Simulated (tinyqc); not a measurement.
# Trap depth and cross-section from two peaks

Inverse problem. A DLTS peak lies where ew = sn g T^2 exp(-Et/kB T), g = vth Nc/(300 K)^2. Find Et and sn.

Values chosen for this exercise:

| symbol | value | unit | meaning |
|---|---|---|---|
| Nc | 2.85e19 | cm^-3 | conduction-band density of states at 300 K |
| vth | 2.3e7 | cm/s | thermal velocity at 300 K |

Constants: q = 1.602176634e-19 C, kB = 1.380649e-23 J/K. Results are converted to the units shown.

peak temperatures for ew = 20 and 500 1/s (K): [191.73199, 216.48714]

Solution. The slope of ln(ew/T^2) against q/kB T is -Et, and the intercept is ln(sn g).

Et = 0.430 eV
sn = 1.50e-14 cm^2

Program tinyqc, `OMP_NUM_THREADS=1 python tinyqc.py 2050020 2050021 out.jsonl`; Intel Xeon 2.30GHz, shared host, one thread, about 0.01 s.
